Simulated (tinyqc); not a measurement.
One-electron ion in a basis of Gaussians, step by step. Computed by tinyqc, a small Python program that keeps every step. Settings: Z = 3, l = 1. Command: `OMP_NUM_THREADS=1 python tinyqc.py 22161 22162 out.jsonl` (the two numbers bound the seeds that draw the settings). One thread of a shared host (Intel(R) Xeon(R) Processor @ 2.60GHz), about 0.01 s of CPU time with the checks.

## Matrices over normalised Gaussians

exponents of r^l exp(-a r^2) (1/bohr^2): [0.128900, 0.503800, 1.969000]

Z = 3

l = 1

With p = a_i + a_j and I(k) = Gamma((k+1)/2) / (2 p^((k+1)/2)): S = I(2l+2), T = (2l+3) a_i a_j S / p, V = -Z I(2l+1), each divided by sqrt(S_ii S_jj).

S:
$$\begin{pmatrix}
1.000000 & 0.582397 & 0.159859 \\
0.582397 & 1.000000 & 0.582415 \\
0.159859 & 0.582415 & 1.000000
\end{pmatrix}$$

T (hartree):
$$\begin{pmatrix}
0.322250 & 0.298884 & 0.096699 \\
0.298884 & 1.259500 & 1.168200 \\
0.096699 & 1.168200 & 4.922500
\end{pmatrix}$$

V (hartree):
$$\begin{pmatrix}
-1.145847 & -1.045450 & -0.522533 \\
-1.045450 & -2.265318 & -2.066864 \\
-0.522533 & -2.066864 & -4.478400
\end{pmatrix}$$

## Generalised eigenproblem

H = T + V (hartree):
$$\begin{pmatrix}
-0.823597 & -0.746566 & -0.425834 \\
-0.746566 & -1.005818 & -0.898664 \\
-0.425834 & -0.898664 & 0.444100
\end{pmatrix}$$

Solve H C = S C e through S^(-1/2); each column has its largest component positive (the first on a tie).

eigenvalues of S: [0.252414, 0.840141, 1.907445]

eigenvalues (hartree): [-1.117124, -0.418705, 2.095596]

coefficients:
$$\begin{pmatrix}
0.351678 & 1.147513 & 0.439484 \\
0.661473 & -0.820461 & -1.139437 \\
0.160785 & -0.145337 & 1.259637
\end{pmatrix}$$

For Z = 3 and l = 1 the exact lowest level is -Z^2/(2 n^2) with n = l + 1: -1.125000 hartree.
